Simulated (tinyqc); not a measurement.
Deformation-potential model of the Delta valleys of a conduction band: one step. Shares of the electrons. Three cases, with inputs chosen for the exercise.

Problem. Boltzmann factors of the shifts.

Valleys with axes along x, y and z, each a pair at +k and -k. Herring-Vogt shift of a valley with unit axis a: dE = Xd tr(e) + Xu a.e.a. Non-degenerate shares n_i = exp(-dE_i/kT)/sum_j exp(-dE_j/kT). Inverse mass tensor of a valley: (1 - a a)/mt + a a/ml; the masses are taken as independent of strain.

Constants: kB = 8.617333262e-05 eV/K.

Case 1.

Values chosen (out of a larger set: near those of Si; not measured data): T = 300 K (temperature).

shifts dE (meV): x -3.5614, y -3.5614, z 17.2463

Case 2.

Values chosen (out of a larger set: near those of Si; not measured data): T = 200 K (temperature).

shifts dE (meV): x 56.7313, y -12.3091, z -12.3091

Case 3.

Values chosen (out of a larger set: near those of Si; not measured data): T = 150 K (temperature).

shifts dE (meV): x 41.5923, y 41.5923, z -21.6757

Give: kT; shares; effective number of valley axes, 1/(largest share).

Solution.

Case 1.

kT = 25.852 meV

shares: x 0.4086, y 0.4086, z 0.1827

effective number of valley axes, 1/(largest share) = 2.447

Case 2.

kT = 17.235 meV

shares: x 0.0090, y 0.4955, z 0.4955

effective number of valley axes, 1/(largest share) = 2.018

Case 3.

kT = 12.926 meV

shares: x 0.0074, y 0.0074, z 0.9852

effective number of valley axes, 1/(largest share) = 1.015

Computed by tinyqc, one run a case: `OMP_NUM_THREADS=1 python tinyqc.py N N+1 out.jsonl` with N = 1051562, 1080336, 1080681; one thread of a shared Intel(R) Xeon(R) Processor @ 2.30GHz, about 0.03 s a run at most.
